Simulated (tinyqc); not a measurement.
## p-n diode, drift-diffusion by the Gummel loop with Scharfetter-Gummel fluxes: current against voltage in the dark

Abrupt junction at x = 0, p side from -Lp, n side to Ln, ohmic contacts. psi is counted from the intrinsic level; n = ni exp((psi - phin)/Vt), p = ni exp((phip - psi)/Vt). Contacts: p side psi = V - Vt ln(Na/ni), p = Na, n = ni^2/Na; n side psi = Vt ln(Nd/ni), n = Nd, p = ni^2/Nd. Constant mobilities, D = mu Vt, Boltzmann statistics, SRH recombination through a mid-gap level, U = (n p - ni^2)/(tp (n + ni) + tn (p + ni)). Current is positive from the p contact to the n contact.

ni = sqrt(Nc Nv) exp(-Eg/(2 Vt)), Eg in volts. Poisson and both continuity equations are solved self-consistently with Scharfetter-Gummel fluxes on a graded mesh of 500 nodes. J_scr is q times the integral of U between -xp and xn. Ideal diffusion current J_id = q ni^2 [Dn coth(wp/Le)/(Le Na) + Dp coth(wn/Lh)/(Lh Nd)] (exp(V/Vt) - 1), Le = sqrt(Dn tn), Lh = sqrt(Dp tp), wp = Lp - xp, wn = Ln - xn, with xp and xn from the depletion approximation (W = sqrt(2 eps0 eps_r (Vbi - V)(1/Na + 1/Nd)/q), xp = W Nd/(Na + Nd), xn = W Na/(Na + Nd), Vbi = Vt ln(Na Nd/ni^2)). Ideality factor = 0.004 V/(Vt ln[J(V + 0.004 V)/J(V)]). Here G = 0.

Values chosen for this exercise; band and dielectric values close to those of silicon:
```
symbol,value,unit,meaning
T,300,K,temperature
Eg,1.14,eV,band gap
eps_r,11.9,,relative permittivity
Nc,2.85e19,cm^-3,conduction-band density of states at T
Nv,2.69e19,cm^-3,valence-band density of states at T
Na,1.9e17,cm^-3,acceptor density of the p side
Nd,5e15,cm^-3,donor density of the n side
mun,1100,cm^2/(V s),electron mobility
mup,410,cm^2/(V s),hole mobility
tn,5e-8,s,SRH lifetime of electrons
tp,4e-7,s,SRH lifetime of holes
Lp,2.2,um,length of the p side
Ln,1.5,um,length of the n side
G,0,cm^-3 s^-1,uniform generation rate
```

Constants: q = 1.602176634e-19 C, kB = 1.380649e-23 J/K, Vt = kB T/q, eps0 = 8.8541878128e-14 F/cm where lengths are in cm. Results are converted to the units shown.

Current against voltage in the dark:
columns A: V (V); B: J (A/cm^2); C: ideality factor; D: J_scr/J (%); E: J_id (A/cm^2); F: share recombining at the contacts (%); G: larger minority/doping at -xp and xn
```
A           B     C       D        E     F        G
0.16  4.40e-7  1.58    81.1  8.44e-8  18.8  1.59e-9
0.22  2.08e-6  1.38    60.0  8.46e-7  39.9  1.60e-8
0.29  1.75e-5  1.17    30.4  1.24e-5  69.5  2.37e-7
0.35  1.41e-4  1.07    13.2  1.24e-4  86.6  2.38e-6
0.41  0.00128  1.03    5.15  0.00124  94.6  2.38e-5
0.48   0.0180  1.02    1.66   0.0182  98.1  3.46e-4
0.54    0.177  1.02   0.638    0.181  99.1  0.00336
0.61     2.49  1.04   0.215     2.64  99.5   0.0439
0.67     21.2  1.17  0.0858     26.1  99.7    0.309
```

Read the table: what changes, and by how much?

J rises from 4.40e-7 to 21.2 A/cm^2; the ideality factor goes from 1.58 through a minimum of 1.02 (at V = 0.54 V among the rows listed) to 1.17. Recombination in the depleted layer carries over half of the current up to V = 0.22 V, where the factor is 1.38; it grows roughly as exp(V/2 Vt), so diffusion overtakes it. Where the factor is lowest (V = 0.54 V), J is 2.4 % below the ideal diffusion current. From V = 0.67 V on the minority density at an edge of the layer exceeds a tenth of the doping, and in the last row J is 19 % below the ideal value.

Numbers from tinyqc (`OMP_NUM_THREADS=1 python tinyqc.py 2240048 2240049 out.jsonl`; about 0.1 s on one thread of a shared Intel Xeon 2.30GHz).
